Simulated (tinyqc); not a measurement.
Changing the overpotential eta: bottom-up copper filling of a trench by curvature-enhanced accelerator coverage. Computed by tinyqc, a small Python program. Command: `OMP_NUM_THREADS=1 python tinyqc.py 3026918 3026919 out.jsonl superfill sweep`. One thread of a shared host (Intel(R) Xeon(R) Processor @ 2.30GHz), about 0.07 s of CPU time with the checks.

A rectangular trench keeps vertical walls and a flat floor. An accelerator floats on the surface; where area is lost in the corners it is passed on to the floor.

Inputs (values chosen for the exercise, close to those used for damascene copper plating):
```
quantity                                           value     unit
trench width w                                       350       nm
aspect ratio h/w                                     2.9        -
exchange current of the suppressed surface i_0     0.016  mA/cm^2
exchange current of the accelerated surface i_1      3.3  mA/cm^2
transfer coefficient alpha                          0.42        -
starting coverage theta_0                           0.01        -
adsorption rate k_a                              7.9e-05      1/s
cupric ion concentration C                          0.24    mol/l
diffusivity D                                    4.7e-06   cm^2/s
boundary layer delta                                  31       um
temperature T                                        298        K
```

Constants: e = 1.602176634e-19 C; N_A = 6.02214076e+23 1/mol; k_B = 8.617333262e-05 eV/K.

Method. Kinetic current i_k = [i_0 (1 - theta) + i_1 theta] exp(alpha eta/(k_B T)), limit i_L = 2 F D C/delta, i = 1/(1/i_k + 1/i_L); velocity v = i Omega/(2F), Omega = 7.11 cm^3/mol, F = e N_A. Depletion inside the trench is ignored. Half width x, floor height y, depth h = aspect ratio x w. dx/dt = -v_s, dy/dt = v_b. d theta_b/dt = k_a (1 - theta_b) + [theta_s v_b + theta_b v_s]/x: the floor takes the accelerator of the wall it covers and keeps its own as it narrows. d theta_s/dt = k_a (1 - theta_s). theta_b is capped at 1. Integrate (tolerance 1e-9) until the walls meet (x = 0.02 w/2) or the floor passes the original mouth y = h. Start: x = w/2, y = 0, theta_b = theta_s = theta_0. Height filled = y/h, opening left = x/(w/2).

One run for each value; columns: (1) overpotential eta (V); (2) ratio v(1)/v(theta_0); (3) share of the height filled from the floor; (4) opening left, as a share of w; (5) time at the end (s):
```
(1)      (2)     (3)   (4)   (5)
0.060  60.15  0.7318  0.02  1006
0.098  54.97  0.7842  0.02   694
0.140  46.47  0.8042  0.02   451
0.170  38.87  0.7865  0.02   326
0.210  28.08  0.7235  0.02   206
0.250  18.50  0.6303  0.02   127
0.280  12.93  0.5526  0.02    86
0.320   7.78  0.4516  0.02    51
0.360   4.71  0.3634  0.02    31
```

Over the rows, ratio v(1)/v(theta_0) falls from 60.2 to 4.71 (exponent d ln y / d ln x -0.18 between the first rows and -4.3 between the last); share of the height filled from the floor goes from 0.732 through a maximum among these rows, 0.804 at 0.140, to 0.363; opening left, as a share of w does not change. A high overpotential drives the accelerated surface towards the diffusion limit first, which lowers the contrast in speed.

Caution (all rows): real profiles develop slanted corners, and accelerator is consumed; both are left out.

Extremes, crossings and ranges named in words are read from the listed rows.
